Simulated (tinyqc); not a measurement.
Solid solubility of a dopant against its melt (retrograde solidus), clustering and the electrically active fraction: one step, computed by the program tinyqc. Command: `OMP_NUM_THREADS=1 python tinyqc.py 3001282 3001283 out.jsonl retro walk`. One thread of a shared host (Intel(R) Xeon(R) Processor @ 2.30GHz), about 0.01 s of CPU time with the checks.

Problem. Liquidus and solidus at T. x_l and x_s are atom fractions of the dopant in melt and solid; the solid is dilute. Liquidus of the host: R T ln(1 - x_l) + L x_l^2 = -H_f (1 - T/T_m). Distribution: k = x_s/x_l = exp[L (1 - x_l)^2/(R T)] exp(S/k_B - H/(k_B T)), the first factor being the activity coefficient in the melt. Solubility = x_s N0; at T_m x_l = 0.

Inputs (values chosen for the exercise, for a model dopant):
```
quantity                                   value    unit
melting point of the host T_m               1687       K
heat of melting of the host H_f             50.2  kJ/mol
interaction L of the melt                    3.7  kJ/mol
enthalpy of transfer from melt to solid H   0.74      eV
entropy of transfer S                       0.97     k_B
site density N0                            5e+22  1/cm^3
temperature T                               1050       K
```

Constants: R = 8.314462618 J/(mol K); k_B = 8.617333262e-05 eV/K.

Give: x_l; distribution coefficient k; x_s; solubility; k at the melting point.

Solution.

x_l = 0.92036

distribution coefficient k = 7.4232e-04

x_s = 6.8320e-04

solubility = 3.4160e+19 1/cm^3

k at the melting point = 0.021141

k has changed by a factor 0.035 from its value at T_m, while x_l has grown from 0 to 0.920.
